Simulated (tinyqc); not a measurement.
FinFET, parasitic resistance, capacitance and delay: effect of the fin height.

Nf fins under one contact; each has gated perimeter p = 2 Hf + Wf and cross-section A = Hf Wf; contact width Wc = Nf pf, stack height Hs = Hf. Contact length Lc = CPP - Lg - 2 Lsp, shared by two neighbouring gates. Source and drain sides are equal. The formulas are first-order estimates, not field solutions.

Epitaxy sheet resistance Rsh = re/te, transfer length LT = sqrt(rc/Rsh), contact Rc = [sqrt(rc Rsh)/Wc] coth(Lc/(2 LT)); extension of one fin Rx = rx Lsp/A. With N fins: gate Cg = Cinv p N Lg; per side, plate Cp = ks eps0 [Wc (Hs + Hc) - N A]/Lsp, top fringe Cf = (2/pi) ks eps0 Wc ln(1 + Lg/(2 Lsp)), overlap Co = Cinv p N Lov. One fin: I = p Q vx u/(1 + |u|^1.8)^(1/1.8), Q = Cinv n Vt ln(1 + exp((Vg' - VT + dl Vd')/(n Vt))), u = Vd' mu/(vx Lg), Vg' = Vgs - v, Vd' = Vds - 2 v, with the drop on each side v = Rc (sum of I) + Rx I. Ieff = [I(Vgs = Vdd, Vds = Vdd/2) + I(Vdd/2, Vdd)]/2, total currents. With Cs = Cp + Cf + Co, the load of an inverter of two such devices driving an equal one is CL = 2 (Cg + 2 Cs) + 4 Cs + Cw (own drains counted twice for the Miller effect); delay CL Vdd/(2 Ieff).

Values chosen for this exercise; values close to those of silicon logic devices:
```
symbol,value,unit,meaning
T,300,K,temperature
Nf,2,,number of fins
Wf,8,nm,fin width
pf,34,nm,fin pitch
CPP,51,nm,contacted gate pitch
Lg,18,nm,gate length
Lsp,5,nm,spacer length
ks,5.5,,relative permittivity of the spacer
Hc,30,nm,gate height above the channel stack
rc,9e-10,ohm cm^2,contact resistivity
re,0.00054,ohm cm,resistivity of the source-drain epitaxy
te,25,nm,current-carrying depth of the epitaxy
rx,0.00048,ohm cm,resistivity of the extension
Lov,2,nm,gate overlap
Cinv,2.4,uF/cm^2,inversion capacitance
vx,1.6e7,cm/s,injection velocity
mu,310,cm^2/(V s),apparent mobility
VT,0.29,V,threshold at zero drain voltage
dl,0.062,V/V,barrier lowering
n,1.2,,subthreshold factor
Cw,0.27,fF,wire load
Vdd,0.75,V,supply voltage
```

Constants: q = 1.602176634e-19 C, kB = 1.380649e-23 J/K, eps0 = 8.8541878128e-12 F/m, Vt = kB T/q. Results are converted to the units shown.

The same in every row: Rc (ohm) = 127.0.

Effect of the fin height:
```
Hf (nm)  Rx/N (ohm)  Ieff (uA)  CL (aF)  delay (ps)
20            75.00      99.99    647.2       2.427
30            50.00      138.7    737.6       1.994
40            37.50      175.7    828.0       1.767
50            30.00      211.0    918.5       1.632
60            25.00      244.7     1009       1.546
70            21.43      276.8     1099       1.489
80            18.75      307.5     1190       1.451
90            16.67      336.8     1280       1.425
```

As Hf goes from 20 to 90 nm, Ieff rises from 100 to 337 uA, CL rises from 647 to 1280 aF and the delay falls from 2.43 to 1.43 ps. From the first row to the last Ieff grows by a factor of 3.37 and CL by 1.98; the first step changes the delay by -18 %, the last by -1.8 %.

tinyqc, about 0.04 s, one thread, Intel Xeon 2.30GHz (shared host): `OMP_NUM_THREADS=1 python tinyqc.py 2170170 2170171 out.jsonl`
